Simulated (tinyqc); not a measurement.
# From eps_s back to fraction x of A

Model: two-mode optical phonons of a ternary alloy from two coupled oscillators. Computed by tinyqc, a small Python program. Command: `OMP_NUM_THREADS=1 python tinyqc.py 3009097 3009098 out.jsonl twomode inv`. One thread of a shared host (Intel(R) Xeon(R) Processor @ 2.30GHz), about 0.01 s of CPU time with the checks.

An alloy A(x)B(1-x)C has an A-C and a B-C bond oscillator. Each TO frequency moves linearly from the impurity mode (dilute end) to the TO of the pure crystal; each strength is proportional to the number of bonds.

Inputs (values chosen for the exercise, modelled on Al(x)Ga(1-x)As, with A-C the AlAs-like and B-C the GaAs-like bond):

| quantity | value | unit |
|---|---|---|
| omega_TO of pure AC | 364.5 | 1/cm |
| omega_LO of pure AC | 405.5 | 1/cm |
| omega_TO of pure BC | 267.1 | 1/cm |
| omega_LO of pure BC | 293.4 | 1/cm |
| eps_inf of AC | 8.43 | - |
| eps_inf of BC | 10.7 | - |
| impurity mode of A in BC | 357.5 | 1/cm |
| impurity mode of B in AC | 250.1 | 1/cm |

Method:
- omega_1 = (impurity mode of A) + x (omega_TO,AC - impurity mode of A); omega_2 = (impurity mode of B) + (1 - x)(omega_TO,BC - impurity mode of B); eps_inf = x eps_AC + (1 - x) eps_BC; strengths W_1 = x eps_AC (omega_LO,AC^2 - omega_TO,AC^2), W_2 = (1 - x) eps_BC (omega_LO,BC^2 - omega_TO,BC^2).
- eps(omega) = eps_inf + W_1/(omega_1^2 - omega^2) + W_2/(omega_2^2 - omega^2) = 0 is the eigenproblem of the matrix [[omega_1^2 + W_1/eps_inf, sqrt(W_1 W_2)/eps_inf], [sqrt(W_1 W_2)/eps_inf, omega_2^2 + W_2/eps_inf]] for omega_LO^2.
- Uncoupled values keep the diagonal alone. eps_s = eps_inf + W_1/omega_1^2 + W_2/omega_2^2.

Task: A run gave the result below. Find the fraction x of A, known to lie between 0.12 and 0.27.

eps_s = 12.5387

Result:

Each step takes the trial c = (a f_b - b f_a)/(f_b - f_a), f being the result less the target and a, b, c the logarithms of the listed values; c replaces end b, the old b replaces a if the sign of f changed, and otherwise f_a is halved.

Scan of the range:

| fraction x of A | eps_s |
|---|---|
| 0.120 | 12.6520 |
| 0.137 | 12.6145 |
| 0.157 | 12.5701 |
| 0.180 | 12.5188 |
| 0.206 | 12.4603 |
| 0.236 | 12.3922 |
| 0.270 | 12.3143 |

False position (Illinois rule, in the logarithm of the input) inside the bracket:

| step | end a | end b | trial | eps_s |
|---|---|---|---|---|
| 1 | 0.157000 | 0.180000 | 0.170705 | 12.5396 |
| 2 | 0.180000 | 0.170705 | 0.171089 | 12.5387 |
| 3 | 0.180000 | 0.171089 | 0.171109 | 12.5387 |
| 4 | 0.171089 | 0.171109 | 0.171099 | 12.5387 |

eps_s falls at every point of a 13-point scan of the range (every second point is shown), so one value fits; it is bracketed by 0.157 and 0.180. Answer: fraction x of A = 0.1711.
